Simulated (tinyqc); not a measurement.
Chemically amplified photoresist: aerial image, acid generation, bake, development and line width: one step, computed by the program tinyqc. Command: `OMP_NUM_THREADS=1 python tinyqc.py 3024045 3024046 out.jsonl resist walk`. One thread of a shared host (Intel(R) Xeon(R) Processor @ 2.30GHz), about 0.03 s of CPU time with the checks.

Lines and spaces of pitch p with a two-beam-like image; x = 0 is the middle of the bright space. The resist is positive and treated as uniform in depth.

Question. Acid image and its blur. Dose E(x) = E [1 + c cos(2 pi x/p)]; acid h = 1 - exp(-C E(x)). Bake: the acid image is blurred by a Gaussian of variance sigma^2 = 2 D t (each Fourier term k of h, taken on 64 points, is multiplied by exp(-4 pi^2 k^2 D t/p^2)). Cosine coefficients: h(x) = sum_k h_k cos(2 pi k x/p).

Inputs (values chosen for the exercise, for a model resist at 248 nm):

| quantity | value | unit |
|---|---|---|
| pitch p | 300 | nm |
| image contrast c | 0.76 | - |
| mean dose E | 10.2 | mJ/cm^2 |
| Dill parameter C | 0.043 | cm^2/mJ |
| acid diffusivity D | 5.3 | nm^2/s |
| bake time t | 60 | s |

Give: diffusion length sigma = sqrt(2 D t); h_0 to h_4 before the bake; h_0 to h_4 after the blur; blur factor of the first harmonic.

Answer.

diffusion length sigma = sqrt(2 D t) = 25.219 nm

h_0 to h_4 before the bake: 0.33702  0.21798  -0.01808  0.00100  -0.00004

h_0 to h_4 after the blur: 0.33702  0.18960  -0.01035  0.00029  0.00000

blur factor of the first harmonic = 0.86980

sigma/p = 0.084; the blur keeps 87 % of the modulation.
